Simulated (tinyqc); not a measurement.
# MOS capacitor on an n-type substrate, surface potential from the exact charge relation: effects of single changes

Uniform n-type substrate, Boltzmann statistics, full ionisation, classical densities. psi is the surface potential against the body (positive when the bands bend down) and u = -psi/Vt. Traps are spread evenly over the gap and neutral at flat band, so their charge is -q Dit psi; the minority quasi-Fermi level is shifted by Vb.

Parameters, values chosen for the exercise; band and dielectric values those of a made-up semiconductor:
```
symbol    value         unit                                                                 meaning
T           273            K                                                             temperature
Eg        0.909           eV                                                                band gap
eps_r      13.7                                                                relative permittivity
Nc      2.35e19        cm^-3                                  conduction-band density of states at T
Nv      2.41e19        cm^-3                                     valence-band density of states at T
chi        3.76           eV                                                       electron affinity
N          1e18        cm^-3                                          donor density of the substrate
eox         3.9               relative permittivity of the gate insulator (close to silicon dioxide)
tox         1.9           nm                                                     insulator thickness
phiM       4.04           eV                                                      gate work function
Nf      -1.8e11        cm^-2                            fixed charge at the interface, in units of q
Dit           0  cm^-2 eV^-1                                              density of interface traps
Vb            0            V                    reverse bias of the inversion layer against the body
```

Constants: q = 1.602176634e-19 C, kB = 1.380649e-23 J/K, Vt = kB T/q, eps0 = 8.8541878128e-14 F/cm where lengths are in cm. Results are converted to the units shown.

Each table varies one quantity; the others keep the values above.

## Capacitance-voltage curves

ni = sqrt(Nc Nv) exp(-Eg/(2 Vt)), Eg in volts; phiF = Vt ln(N/ni); Cox = eps0 eox/tox; Vfb = phiM - chi - Vt ln(Nc/N) - q Nf/Cox; Q0 = sqrt(2 eps0 eps_r q N Vt); r = (ni/N)^2 exp(-Vb/Vt); VT = Vfb - [(2 phiF + Vb)(1 + q Dit/Cox) + sqrt(2 eps0 eps_r q N (2 phiF + Vb))/Cox]. u = -psi/Vt; F^2 = exp(-u) + u - 1 + r (exp(u) - u - 1); Qs = +sign(u) Q0 F; Cs = -dQs/dpsi = (Q0/Vt) |1 - exp(-u) + r (exp(u) - 1)|/(2 F). psi solves Vg = Vfb + psi + (q Dit psi - Qs)/Cox. Low frequency: 1/C_LF = 1/Cox + 1/(Cs + q Dit). High frequency, in the simple estimate in which traps and minority carriers do not follow: 1/C_HF = 1/Cox + 1/Cd, Cd being Cs with r = 0 at the same psi. Deep depletion: r = 0 and Dit = 0 both in the equation for psi and in Cs. Minority sheet density N_inv = (Q0/(2 q)) int_0^u r (exp(t) - 1)/F(t) dt for u > 0. N_inv under 1 cm^-2 is printed as 0. Regimes: accumulation when majority carriers gather, then depletion up to |psi| = phiF + Vb, weak inversion up to 2 phiF + Vb, strong inversion beyond.

Result of one run:
```
Vg (V)  psi (V)  C_LF/Cox  C_HF/Cox  C_deep/Cox  N_inv (cm^-2)          regime
-0.8    -0.7315    0.2086    0.1693      0.1692       1.655e10  weak inversion
```

What becomes of these results when the gate voltage against the body Vg is changed from -0.8 to 0.01 V, all else the same?

Result of the changed run:
```
Vg (V)  psi (V)  C_LF/Cox  C_HF/Cox  C_deep/Cox  N_inv (cm^-2)     regime
0.01    -0.1104    0.3655    0.3655      0.3655              0  depletion
```

The whole series:
```
Vg (V)  psi (V)  C_LF/Cox  C_HF/Cox  C_deep/Cox  N_inv (cm^-2)            regime
0.82     0.1066    0.9166    0.9166      0.9166              0      accumulation
0.55    0.07756    0.8592    0.8592      0.8592              0      accumulation
0.28    0.02050    0.6834    0.6834      0.6834              0      accumulation
0.01    -0.1104    0.3655    0.3655      0.3655              0         depletion
-0.26   -0.3009    0.2457    0.2457      0.2457          307.3         depletion
-0.53   -0.5119    0.1971    0.1971      0.1971        1.775e6    weak inversion
-0.8    -0.7315    0.2086    0.1693      0.1692       1.655e10    weak inversion
-1.07   -0.8449    0.8341    0.1591      0.1506       1.561e12  strong inversion
-1.34   -0.8751    0.9205    0.1567      0.1370       4.244e12  strong inversion
-1.61   -0.8926    0.9465    0.1554      0.1265       7.094e12  strong inversion
```

C_LF/Cox is lowest, 0.197, at Vg = -0.53 V (weak inversion) among the rows listed and is 0.947 in the last row, where C_HF/Cox is 0.155 and the deep-depletion value 0.127. Vfb = 0.222 V, where C_HF/Cox = 0.613 (Cox in series with eps0 eps_r/LD), and VT = -0.837 V. Over the last two rows psi moves by only 0.065 V a volt of gate bias, since the inversion charge screens the body. In strong accumulation and inversion degeneracy and confinement, left out here, lower the capacitance.

## Effect of the relative permittivity of the gate insulator on threshold and swing

ni = sqrt(Nc Nv) exp(-Eg/(2 Vt)), Eg in volts; phiF = Vt ln(N/ni); Cox = eps0 eox/tox; Vfb = phiM - chi - Vt ln(Nc/N) - q Nf/Cox; VT = Vfb - [(2 phiF + Vb)(1 + q Dit/Cox) + sqrt(2 eps0 eps_r q N (2 phiF + Vb))/Cox]. gamma = sqrt(2 eps0 eps_r q N)/Cox; Wm = sqrt(2 eps0 eps_r (2 phiF + Vb)/(q N)); m = 1 + (eps0 eps_r/Wm + q Dit)/Cox; swing m Vt ln 10; Cmin/Cox = 1/(1 + Cox Wm/(eps0 eps_r)).

The same in every row: 2 phiF (V) = 0.7599; Wm (nm) = 33.92.

Results:
```
eox  Vfb (V)  gamma (V^0.5)   VT (V)      m  swing (mV/decade)  Cmin/Cox
3.9   0.2216         0.3430  -0.8373  1.197              64.83    0.1644
7.5   0.2140         0.1784  -0.7014  1.102              59.71   0.09282
9     0.2126         0.1487  -0.6768  1.085              58.79   0.07857
15    0.2099        0.08919  -0.6278  1.051              56.94   0.04867
22    0.2085        0.06081  -0.6043  1.035              56.06   0.03371
30    0.2078        0.04460  -0.5909  1.026              55.55   0.02494
```

Estimate the missing row, eox = 5.

Computed row:
```
eox  Vfb (V)  gamma (V^0.5)   VT (V)      m  swing (mV/decade)  Cmin/Cox
5     0.2181         0.2676  -0.7750  1.153              62.48    0.1331
```

With this row back in the table: As eox goes from 3.9 to 30, VT rises from -0.837 to -0.591 V, the swing falls from 64.8 to 55.6 mV/decade and Cmin/Cox falls from 0.164 to 0.0249. Of the change of VT by 0.246 V, -0.0138 V comes from Vfb and 0.260 V from the band bending and the charge it takes. m - 1 goes as eox^(-1.00), that is as 1/Cox.

## Effect of the fixed charge at the interface on threshold and swing

Same model as above.

The same in every row: 2 phiF (V) = 0.75987; gamma (V^0.5) = 0.34304; Wm (nm) = 33.921; m = 1.1968; swing (mV/decade) = 64.828; Cmin/Cox = 0.16441.

Effect of the fixed charge at the interface on threshold and swing:
```
Nf (cm^-2)  Vfb (V)    VT (V)
-4e11       0.24099  -0.81790
-2e11       0.22336  -0.83554
0           0.20573  -0.85317
2e11        0.18810  -0.87080
4e11        0.17047  -0.88843
6e11        0.15284  -0.90606
8e11        0.13521  -0.92369
```

Read the table: what changes, and by how much?

As Nf goes from -4e11 to 8e11, VT falls from -0.818 to -0.924 V, the swing stays at 64.8 mV/decade and Cmin/Cox stays at 0.164. The whole change of VT is that of Vfb: the curve shifts rigidly.

Computed by the program tinyqc: `OMP_NUM_THREADS=1 python tinyqc.py 2060083 2060084 out.jsonl`, one thread of a shared Intel Xeon 2.30GHz, about 0.01 s for the whole run.
